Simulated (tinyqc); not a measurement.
Worked calculation: strain-driven crossing of the Gamma and L valleys in a germanium-like crystal. Values are carried at full precision from step to step, so a last printed digit may differ when a step is redone from the rounded ones.

Biaxial loads: e0 is the in-plane strain e_par and the normal is free. (001): e_perp = -2 (C12/C11) e_par; exx = eyy = e_par, ezz = e_perp, no shear. (111): e_perp = -(2 C11 + 4 C12 - 4 C44)/(C11 + 2 C12 + 4 C44) e_par; exx = eyy = ezz = (2 e_par + e_perp)/3 and exy = eyz = ezx = (e_perp - e_par)/3. (110): e_perp = -(C11 + 3 C12 - 2 C44)/(C11 + C12 + 2 C44) e_par; exx = eyy = (e_par + e_perp)/2, ezz = e_par, exy = (e_perp - e_par)/2, eyz = ezx = 0. Uniaxial loads: a stress along n, scaled so that n.e.n = e0, with exx = s11 sxx + s12 (syy + szz), exy = s44 sxy/2, s11 = (C11 + C12)/((C11 - C12)(C11 + 2 C12)), s12 = -C12/((C11 - C12)(C11 + 2 C12)), s44 = 1/C44.

Constants: kB = 8.617333262e-05 eV/K; hc = 1239.841984 eV nm.

Parameters, chosen for this exercise (near those of Ge, gaps at low temperature; the results hold for these values, not for the real material): C11 = 129.3 GPa; C12 = 48.9 GPa; C44 = 65.6 GPa; load = uniaxial [110] (kind of strain); e0 = 0.0306 (size of the strain); Eg = 0.886 eV (gap at Gamma to the s-like level); EgL = 0.731 eV (gap to L); Dso = 0.292 eV (spin-orbit splitting); ac = -8.35 eV (conduction deformation potential); av = 1.23 eV (valence hydrostatic potential); b = -2.59 eV (tetragonal shear potential); d = -5.32 eV (trigonal shear potential); aL = -1.33 eV (hydrostatic potential of the L edge, Xd + Xu/3); XuL = 16.13 eV (uniaxial potential, L); mG = 0.0421 m0 (mass at Gamma); mL = 0.583 m0 (density-of-states mass of the four L valleys together); T = 77 K (temperature).

## The strain tensor for a uniaxial [110] load

Form the tensor and its trace.

strain tensor in the cubic axes, rows x, y, z and columns alike:
```
[[0.014738, 0.015862, 0.000000],
 [0.015862, 0.014738, 0.000000],
 [0.000000, 0.000000, -0.011147]]
```

tr(e) = 0.018328

## Band edges

Edges from the unstrained valence top: Gamma at Eg + ac tr(e); an L valley with unit axis u at EgL + aL tr(e) + XuL (u.e.u - tr(e)/3), u along [111], [1-1-1], [-11-1], [-1-11]; valence edges are the levels of the 6 x 6 matrix of X, Y, Z times spin with -Dso/3 + l exx + m (eyy + ezz) on the diagonal (cyclic), n exy off it, l = av + 2 b, m = av - b, n = sqrt(3) d. Spin-orbit term (Dso/3) L.sigma on X, Y, Z with (L_k)_ij = -i epsilon_kij: <X+|H|Y+> = -i Dso/3, <X+|H|Z-> = Dso/3, <Y+|H|Z-> = -i Dso/3, <Z+|H|X-> = -Dso/3, <Z+|H|Y-> = i Dso/3, <X-|H|Y-> = i Dso/3, and their conjugates; + and - are the spin along z.

Give the edges and the direct and indirect gaps from the top valence edge.

Gamma edge = 0.7330 eV

L edges (eV): [111] 0.8772, [1-1-1] 0.5361, [-11-1] 0.5361, [-1-11] 0.8772

valence edges from the top (eV): [0.1340, -0.0044, -0.3540]

direct and indirect gap (eV): [0.5989, 0.4020]

The gap is indirect: Gamma lies 197 meV above the lowest L valley. The top two valence edges are 138 meV apart. At strains above 3 % second-order terms, left out here, matter.

## Electrons in the Gamma valley

Non-degenerate, parabolic: share = mG^(3/2)/(mG^(3/2) + (mL^(3/2)/4) sum_i exp(-(E_Li - E_Gamma)/kT)). Also the offset at which four equal L valleys hold half of the electrons, kT ln((mL/mG)^(3/2)), and the wavelength hc/E of the direct gap.

(mL/mG)^(3/2) = 51.53
share in Gamma = 5.02e-13 %
offset for an even split = 26.2 meV
wavelength = 2070 nm

With the L valleys as they lie here, Gamma must be 22 meV below the lowest of them to hold half of the electrons at 77 K; it lies 197 meV above. A direct gap alone is not enough.

tinyqc: `OMP_NUM_THREADS=1 python tinyqc.py 1050872 1050873 out.jsonl`; about 0.01 s, one thread, shared Intel(R) Xeon(R) Processor @ 2.30GHz.
